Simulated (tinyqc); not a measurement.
# From one set of inputs to another, one input at a time

Model: the 3-omega method: a line heater on a substrate with a thin film. Computed by tinyqc, a small Python program. Command: `OMP_NUM_THREADS=1 python tinyqc.py 3028332 3028333 out.jsonl threeomega ladder`. One thread of a shared host (Intel(R) Xeon(R) Processor @ 2.30GHz), about 0.02 s of CPU time with the checks.

A current at angular frequency omega = 2 pi f heats the line at 2 omega with the amplitude P per length; the temperature swing Delta T at 2 omega gives a voltage at 3 omega. The substrate is taken as semi-infinite and isotropic, and the heat capacity of heater and film is left out.

The inputs printed are set A. Set A is modelled on silicon nitride on silicon; the values taken over come from a set modelled on amorphous silicon on gallium nitride. Inputs not listed in the table keep their values of set A, so the rows need not describe a real material.

Inputs (values chosen for the exercise, modelled on silicon nitride on silicon): substrate conductivity kappa = 140 W/(m K); substrate heat capacity C = 1.59 1e6 J/(m^3 K); heater half-width b = 3.4 micrometre; power amplitude per length P = 27 W/m; current frequency f = 620 Hz; film thickness t = 330 nm; film conductivity kappa_f = 2.6 W/(m K); interface resistance R_i = 14 m^2 K/GW; substrate thickness d_s = 380 micrometre; temperature coefficient of resistance beta = 3 1e-3/K; voltage amplitude V_1 = 0.31 V.

Method:
- D = kappa/C; q = sqrt(2 i omega/D); penetration depth 1/|q| = sqrt(D/(2 omega)).
- Delta T_s = (P/(pi kappa)) int_0^infinity (sin x/x)^2 / sqrt(x^2 + (q b)^2) dx with (q b)^2 = i |q b|^2, averaged over the heater width (12 Gauss-Legendre points on each of the pieces 0, 14 log-spaced edges from 1e-5 to 1, and multiples of pi to 40 pi; the tail adds 1/(4 (40 pi)^2)).
- For |q| b much below 1: Delta T_s = (P/(pi kappa)) [-ln(|q| b) + eta - i pi/4], eta = 3/2 - C_E = 0.92278, with Euler's C_E = 0.5772157.
- One-dimensional flow across the film: Delta T_f = P (t/kappa_f + R_i)/(2 b); total in-phase swing Delta T = Delta T_s + Delta T_f; third-harmonic amplitude V_3 = V_1 beta |Delta T|/2 with the out-of-phase part included; the apparent film conductivity is t/(t/kappa_f + R_i).

Each row keeps all changes above it:
```
input moved                                from    to  V_3 (mV)  film share of the in-phase swing  out-of-phase Delta T_s (K)
set A                                         -     -   0.38546                           0.67616                   -0.048168
substrate heat capacity C (1e6 J/(m^3 K))  1.59  3.03   0.37627                           0.69272                   -0.048132
power amplitude per length P (W/m)           27    45   0.62712                           0.69272                   -0.080220
film conductivity kappa_f (W/(m K))         2.6   1.6   0.87091                           0.77893                   -0.080220
substrate conductivity kappa (W/(m K))      140   186   0.82810                           0.81891                   -0.060403
heater half-width b (micrometre)            3.4   4.4   0.66495                           0.78830                   -0.060357
current frequency f (Hz)                    620  1400   0.65040                           0.80598                   -0.060227
film thickness t (nm)                       330   470   0.85831                           0.85304                   -0.060227
```

Which inputs carry the difference?

V_3 goes from 0.385 to 0.858, a factor 2.23 in all. The largest single move comes from power amplitude per length P (a factor 1.67), and heater half-width b works against it (a factor 0.803). Film share of the in-phase swing goes from 0.676 to 0.853, a factor 1.26 in all. The largest single move comes from film conductivity kappa_f (a factor 1.12), and heater half-width b works against it (a factor 0.963). Out-of-phase Delta T_s goes from -0.0482 to -0.0602, -0.0121 in all. The largest single move comes from power amplitude per length P (-0.0321), and substrate conductivity kappa works against it (+0.0198). The single moves hold for this order of the switches; the total does not depend on the order.

Caution (rows set A, substrate heat capacity C, power amplitude per length P, film conductivity kappa_f, substrate conductivity kappa, heater half-width b): the penetration depth exceeds a fifth of the substrate thickness, so the back face is felt and the semi-infinite formula fails.

Extremes, crossings and ranges named in words are read from the listed rows.
